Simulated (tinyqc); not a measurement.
# Stacked nanosheet transistor, parasitic resistance, capacitance and delay: several studies

Ns sheets share one contact on top; each has perimeter p = 2 (Ws + ts) and cross-section A = Ws ts; contact width Wc = Ws + 10 nm, stack height Hs = Ns pv. Sheet 1 is the top one. Contact length Lc = CPP - Lg - 2 Lsp, shared by two neighbouring gates. Source and drain sides are equal. The formulas are first-order estimates, not field solutions.

Values chosen for this exercise; values close to those of silicon logic devices:
- T = 300 K (temperature)
- Ns = 2 (number of sheets)
- Ws = 12 nm (sheet width)
- ts = 5 nm (sheet thickness)
- pv = 12 nm (vertical pitch of the sheets)
- rv = 78 ohm (vertical resistance between sheet levels)
- CPP = 60 nm (contacted gate pitch)
- Lg = 12 nm (gate length)
- Lsp = 6 nm (spacer length)
- ks = 5.5 (relative permittivity of the spacer)
- Hc = 30 nm (gate height above the channel stack)
- rc = 1.6e-9 ohm cm^2 (contact resistivity)
- re = 0.00034 ohm cm (resistivity of the source-drain epitaxy)
- te = 25 nm (current-carrying depth of the epitaxy)
- rx = 0.0013 ohm cm (resistivity of the extension)
- Lov = 1.5 nm (gate overlap)
- Cinv = 2.9 uF/cm^2 (inversion capacitance)
- vx = 9.1e6 cm/s (injection velocity)
- mu = 240 cm^2/(V s) (apparent mobility)
- VT = 0.3 V (threshold at zero drain voltage)
- dl = 0.03 V/V (barrier lowering)
- n = 1.29 (subthreshold factor)
- Cw = 0.4 fF (wire load)
- Vdd = 0.8 V (supply voltage)

Constants: q = 1.602176634e-19 C, kB = 1.380649e-23 J/K, eps0 = 8.8541878128e-12 F/m, Vt = kB T/q. Results are converted to the units shown.

Each table varies one quantity; the others keep the values above.

## Effect of the supply voltage

Epitaxy sheet resistance Rsh = re/te, transfer length LT = sqrt(rc/Rsh), contact Rc = [sqrt(rc Rsh)/Wc] coth(Lc/(2 LT)); extension of one sheet Rx = rx Lsp/A. With N sheets: gate Cg = Cinv p N Lg; per side, plate Cp = ks eps0 [Wc (Hs + Hc) - N A]/Lsp, top fringe Cf = (2/pi) ks eps0 Wc ln(1 + Lg/(2 Lsp)), overlap Co = Cinv p N Lov. One sheet: I = p Q vx u/(1 + |u|^1.8)^(1/1.8), Q = Cinv n Vt ln(1 + exp((Vg' - VT + dl Vd')/(n Vt))), u = Vd' mu/(vx Lg), Vg' = Vgs - v, Vd' = Vds - 2 v, with the drop on each side v_j = Rc sum I + rv (sum over levels k = 2..j of the current of sheets k..Ns) + Rx I_j. Ieff = [I(Vgs = Vdd, Vds = Vdd/2) + I(Vdd/2, Vdd)]/2, total currents. With Cs = Cp + Cf + Co, the load of an inverter of two such devices driving an equal one is CL = 2 (Cg + 2 Cs) + 4 Cs + Cw (own drains counted twice for the Miller effect); delay CL Vdd/(2 Ieff).

The same in every row: Rc (ohm) = 440.5; Rx/N (ohm) = 650.0; CL (aF) = 544.1.

Result of one run:
```
Vdd (V)	Ieff (uA)	delay (ps)
0.85	51.97	4.450
```

What becomes of these results when the supply voltage Vdd is changed from 0.85 to 0.65 V, all else the same?

Result of the changed run:
```
Vdd (V)	Ieff (uA)	delay (ps)
0.65	29.93	5.909
```

The whole series:
```
Vdd (V)	Ieff (uA)	delay (ps)
0.45	11.64	10.52
0.55	20.08	7.451
0.65	29.93	5.909
0.75	40.75	5.007
0.85	51.97	4.450
0.95	63.32	4.082
```

As Vdd goes from 0.45 to 0.95 V, Ieff rises from 11.6 to 63.3 uA, CL stays at 544 aF and the delay falls from 10.5 to 4.08 ps.

## Effect of the vertical resistance between sheet levels

Same model as above.

The same in every row: Rc (ohm) = 440.5; Rx/N (ohm) = 650.0; CL (aF) = 544.1.

Effect of the vertical resistance between sheet levels:
```
rv (ohm)	Ieff (uA)	delay (ps)
0	46.49	4.682
50	46.39	4.692
100	46.29	4.702
200	46.10	4.722
400	45.71	4.761
800	44.98	4.839
```

As rv goes from 0 to 800 ohm, Ieff falls from 46.5 to 45.0 uA, CL stays at 544 aF and the delay rises from 4.68 to 4.84 ps.

## Effect of the wire load

Same model as above.

The same in every row: Rc (ohm) = 440.5; Rx/N (ohm) = 650.0; Ieff (uA) = 46.33.

Effect of the wire load:
```
Cw (fF)	CL (aF)	delay (ps)
0.02	164.1	1.417
0.043	187.1	1.615
0.093	237.1	2.047
0.2	344.1	2.971
0.43	574.1	4.957
0.93	1074	9.273
2	2144	18.51
```

What does the comparison show?

As Cw goes from 0.02 to 2 fF, Ieff stays at 46.3 uA, CL rises from 164 to 2140 aF and the delay rises from 1.42 to 18.5 ps.

tinyqc, about 0.05 s, one thread, Intel Xeon 2.30GHz (shared host): `OMP_NUM_THREADS=1 python tinyqc.py 2170004 2170005 out.jsonl`
